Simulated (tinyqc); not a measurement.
# Worked calculation: delta-doped HEMT, charge control

Numbers from tinyqc (`OMP_NUM_THREADS=1 python tinyqc.py 2180110 2180111 out.jsonl`; about 0.01 s on one thread of a shared Intel Xeon 2.30GHz). Printed values are rounded.

A two-dimensional electron gas of density ns under a barrier. EF and the subbands are counted from the conduction-band edge of the channel at the interface. Two subbands of a triangular well with an infinite wall, parabolic band, no carriers in the barrier.

Inputs (values chosen for the exercise); material values close to those of AlGaAs on InGaAs:

| symbol | value | unit | meaning |
|---|---|---|---|
| T | 300 | K | temperature |
| d | 36 | nm | barrier thickness from gate to channel |
| ds | 3.5 | nm | undoped spacer next to the channel |
| me | 0.0569 | m0 | electron mass in the channel |
| ec | 13 |  | relative permittivity of the channel |
| ebr | 12.4 |  | relative permittivity of the barrier |
| phiB | 1.01 | eV | barrier height of the gate |
| dEc | 0.329 | eV | conduction-band offset |
| ND | 5.3e12 | cm^-2 | sheet density of the donor plane at ds from the channel |
| eta | 0.5 |  | share of ns that counts in the confining field |
| Nb | 0 | cm^-2 | depletion charge of the buffer |
| Vg | -1.06 | V | gate voltage |

Constants: q = 1.602176634e-19 C, kB = 1.380649e-23 J/K, hbar = 1.054571817e-34 J s, m0 = 9.1093837015e-31 kg, Vt = kB T/q, eps0 = 8.8541878128e-14 F/cm where lengths are in cm, hbar^2/(2 m0) = 0.0380998212 eV nm^2. Results are converted to the units shown.

## Barrier and off voltage

Fully depleted barrier with eb = ebr: Vp = q ND (d - ds)/(eps0 eb); donors per area ND; Voff = phiB - dEc - Vp.

Vp = 2.513618 V
donors per area = 5.3e12 cm^-2
eb = 12.4
Voff = -1.832618 V

## Starting value

ns = 8.8e11 cm^-2, about 0.6 of eps0 eb (Vg - Voff)/(q d).

ns at the start = 8.8e11 cm^-2

## Iteration 1: new ns

F = q (eta ns + Nb)/(eps0 ec) in eV/nm; E_k = a_k (C F^2/me)^(1/3), a_0 = 2.338107, a_1 = 4.087949, C = hbar^2/(2 m0); D = me m0 q/(pi hbar^2); ns = D Vt [ln(1 + exp((EF - E_0)/Vt)) + ln(1 + exp((EF - E_1)/Vt))], which gives EF = E_0 + Vt ln{2 s/[(1 + u) + sqrt((1 + u)^2 + 4 u s)]} with s = exp(ns/(D Vt)) - 1, u = exp((E_0 - E_1)/Vt). Newton: g = ns + Nb - eps0 eb (Vg - Voff - EF)/(q d), ns(new) = ns - g/(1 + (eps0 eb/(q d)) dEF/dns), the derivative by central differences over +/- 0.01 % of ns.

E_0 = 0.06847237 eV
E_1 = 0.1197172 eV
EF = 0.08897465 eV
dEF/dns = 0.1073381 eV per 1e12 cm^-2
ns after iteration 1 = 1.229847e12 cm^-2

## Iteration 2: new ns

As before.

E_0 = 0.08559092 eV
E_1 = 0.1496473 eV
EF = 0.1239120 eV
dEF/dns = 0.09381844 eV per 1e12 cm^-2
ns after iteration 2 = 1.234070e12 cm^-2

## Iteration 3: new ns

As before.

E_0 = 0.08578674 eV
E_1 = 0.1499896 eV
EF = 0.1243079 eV
dEF/dns = 0.09369997 eV per 1e12 cm^-2
ns after iteration 3 = 1.234071e12 cm^-2

## Course of the iteration

Stop when the step is below 1e-10 of the value, or after 30 iterations.

Course of the iteration:
```
iteration  ns before the step (cm^-2)  step (cm^-2)
1                              8.8e11       3.50e11
2                         1.229847e12        4.22e9
3                         1.234070e12        4.04e5
4                         1.234071e12        < 1e-1
```

Converged in 4 iterations.

## Fermi level, second subband and capacitance

converged ns = 1.234071e12 cm^-2

F = q (eta ns + Nb)/(eps0 ec) in eV/nm; E_k = a_k (C F^2/me)^(1/3), a_0 = 2.338107, a_1 = 4.087949, C = hbar^2/(2 m0); D = me m0 q/(pi hbar^2); ns = D Vt [ln(1 + exp((EF - E_0)/Vt)) + ln(1 + exp((EF - E_1)/Vt))], which gives EF = E_0 + Vt ln{2 s/[(1 + u) + sqrt((1 + u)^2 + 4 u s)]} with s = exp(ns/(D Vt)) - 1, u = exp((E_0 - E_1)/Vt). Gate capacitance C = q dns/dVg = eps0 eb/(d + dd), dd = (eps0 eb/q) dEF/dns. dEF/dns by central differences over +/- 0.01 % of ns.

EF = 0.1243079 eV
share of the second subband = 15.68649 %
dd = 6.420952 nm
C = 0.2588153 uF/cm^2

The rise of EF with ns acts as 6.42 nm of extra barrier, 17.8 % of d. EF is 0.38 of the band offset dEc.
